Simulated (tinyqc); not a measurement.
Worked calculation: coherent transport through a tight-binding region between two chains. One step of it, computed by the program tinyqc.

Question. Transmission at E = -0.61 eV. Surface Green function g = (E - i sqrt(4 t^2 - E^2)) / (2 t^2); self-energy tc^2 g on each contact site; G = (E - H - Sigma)^(-1); Gamma = -2 Im Sigma; T = Gamma_L Gamma_R |G_LR|^2; local density of states -Im G_ii / pi.

H of the central region (eV), lower triangle:
```
           1          2          3          4         5
1   0.000000
2  -0.580000   1.050000
3   0.000000  -0.580000   1.050000
4   0.000000   0.000000  -0.580000   1.050000
5   0.000000   0.000000   0.000000  -0.960000  0.000000
```

Leads: semi-infinite chains with site energy 0:
```
parameter                           value
lead hopping t (eV)              2.800000
coupling to the left lead (eV)   1.080000
coupling to the right lead (eV)  0.250000
left contact site                       1
right contact site                      5
```

E = -0.610000 eV

Give: g; G; local density of states; transmission.

Answer.

g = -0.0389-0.3550i 1/eV

G (1/eV), lower triangle:
```
                 1                2               3                4
1  -1.1024-1.2769i
2  -0.2607-0.4560i  -0.5794-0.2578i
3   0.3562-0.0282i   0.3266-0.2817i  0.5787-0.7781i
4   1.2802+0.3754i   1.5143-0.5485i  3.0538-1.9454i   7.2258-5.0192i
5   1.9985+0.6661i   2.4211-0.7783i  4.9308-2.8937i  11.6913-7.5038i

                  5
5  17.2371-11.2270i
```

local density of states (1/eV): 0.4065  0.0820  0.2477  1.5977  3.5737

transmission = 0.1631
